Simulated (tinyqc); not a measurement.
Inside a calculation. Method: CIS and TDHF on RHF in the sto-3g basis, frozen core, for BeH2, spin multiplicity 1. One step of it, computed by the program tinyqc.

Question. TDHF (RPA) triplet states. B(ia,jb) = - (ib|ja); the squared energies are the eigenvalues of (A - B)(A + B); 1 hartree = 27.211386 eV.

CIS matrix A, triplet (hartree), order 2>4, 2>5, 2>6, 2>7, 3>4, 3>5, 3>6, 3>7:
$$\begin{pmatrix}
0.277272 & 0.000000 & 0.000000 & 0.000000 & -0.000408 & 0.000000 & 0.000000 & 0.000000 \\
0.000000 & 0.277272 & 0.000000 & 0.000000 & 0.000000 & -0.000408 & 0.000000 & 0.000000 \\
0.000000 & 0.000000 & 0.395668 & -0.045063 & 0.000000 & 0.000000 & -0.011131 & 0.131155 \\
0.000000 & 0.000000 & -0.045063 & 0.704675 & 0.000000 & 0.000000 & 0.131155 & 0.018770 \\
-0.000408 & 0.000000 & 0.000000 & 0.000000 & 0.251852 & 0.000000 & 0.000000 & 0.000000 \\
0.000000 & -0.000408 & 0.000000 & 0.000000 & 0.000000 & 0.251852 & 0.000000 & 0.000000 \\
0.000000 & 0.000000 & -0.011131 & 0.131155 & 0.000000 & 0.000000 & 0.331011 & 0.044730 \\
0.000000 & 0.000000 & 0.131155 & 0.018770 & 0.000000 & 0.000000 & 0.044730 & 0.655484
\end{pmatrix}$$

Two-electron integrals over orbitals (pq|rs), unique and non-zero (hartree); the lowest 1 orbital is frozen and left out:
```
(22|22) 0.391260    (32|22) -0.052352   (32|32) 0.142053    (33|22) 0.368094
(33|32) 0.042631    (33|33) 0.421586    (42|42) 0.046542    (43|42) 0.005282
(43|43) 0.013156    (44|22) 0.353117    (44|32) 0.000408    (44|33) 0.333263
(44|44) 0.449859    (52|52) 0.046542    (53|52) 0.005282    (53|53) 0.013156
(54|54) 0.024249    (55|22) 0.353117    (55|32) 0.000408    (55|33) 0.333263
(55|44) 0.401360    (55|55) 0.449859    (62|22) -0.018938   (62|32) 0.016097
(62|33) -0.035605   (62|44) 0.066306    (62|55) 0.066306    (62|62) 0.080864
(63|22) 0.028466    (63|32) -0.085394   (63|33) -0.035573   (63|44) 0.017326
(63|55) 0.017326    (63|62) 0.007577    (63|63) 0.090418    (64|42) 0.045696
(64|43) 0.008218    (64|64) 0.048995    (65|52) 0.045696    (65|53) 0.008218
(65|65) 0.048995    (66|22) 0.370521    (66|32) 0.011131    (66|33) 0.389903
(66|44) 0.351216    (66|55) 0.351216    (66|62) -0.025681   (66|63) -0.014180
(66|66) 0.392999    (72|22) -0.014417   (72|32) 0.037866    (72|33) 0.006487
(72|44) 0.013827    (72|55) 0.013827    (72|62) 0.023566    (72|63) -0.058422
(72|66) -0.000740   (72|72) 0.060459    (73|22) -0.001068   (73|32) -0.002071
(73|33) 0.017074    (73|44) -0.069188   (73|55) -0.069188   (73|62) -0.074774
(73|63) -0.023393   (73|66) 0.019966    (73|72) -0.011457   (73|73) 0.084390
(74|42) 0.005085    (74|43) -0.012550   (74|64) 0.002060    (74|74) 0.017092
(75|52) 0.005085    (75|53) -0.012550   (75|65) 0.002060    (75|75) 0.017092
(76|22) 0.045063    (76|32) -0.131155   (76|33) -0.044730   (76|44) 0.000600
(76|55) 0.000600    (76|62) -0.012846   (76|63) 0.089639    (76|66) -0.014201
(76|72) -0.047094   (76|73) -0.000389   (76|76) 0.134735    (77|22) 0.404795
(77|32) -0.018770   (77|33) 0.408711    (77|44) 0.376832    (77|55) 0.376832
(77|62) -0.019639   (77|63) 0.009637    (77|66) 0.407029    (77|72) -0.008066
(77|73) -0.004428   (77|76) 0.014094    (77|77) 0.453926
```

Give: TDHF matrix B, triplet; squared energies w^2; TDHF energies from the positive w^2.

Answer.

TDHF matrix B, triplet (hartree), order 2>4, 2>5, 2>6, 2>7, 3>4, 3>5, 3>6, 3>7:
$$\begin{pmatrix}
-0.0465 & 0.0000 & 0.0000 & 0.0000 & -0.0053 & 0.0000 & 0.0000 & 0.0000 \\
0.0000 & -0.0465 & 0.0000 & 0.0000 & 0.0000 & -0.0053 & 0.0000 & 0.0000 \\
0.0000 & 0.0000 & -0.0809 & -0.0236 & 0.0000 & 0.0000 & -0.0076 & 0.0584 \\
0.0000 & 0.0000 & -0.0236 & -0.0605 & 0.0000 & 0.0000 & 0.0748 & 0.0115 \\
-0.0053 & 0.0000 & 0.0000 & 0.0000 & -0.0132 & 0.0000 & 0.0000 & 0.0000 \\
0.0000 & -0.0053 & 0.0000 & 0.0000 & 0.0000 & -0.0132 & 0.0000 & 0.0000 \\
0.0000 & 0.0000 & -0.0076 & 0.0748 & 0.0000 & 0.0000 & -0.0904 & 0.0234 \\
0.0000 & 0.0000 & 0.0584 & 0.0115 & 0.0000 & 0.0000 & 0.0234 & -0.0844
\end{pmatrix}$$

squared energies w^2 (hartree^2): [0.0609, 0.0632, 0.0632, 0.0747, 0.0747, 0.0952, 0.5001, 0.5678]

TDHF energies from the positive w^2 (eV): [6.7161, 6.8411, 6.8411, 7.4376, 7.4376, 8.3978, 19.2442, 20.5041]
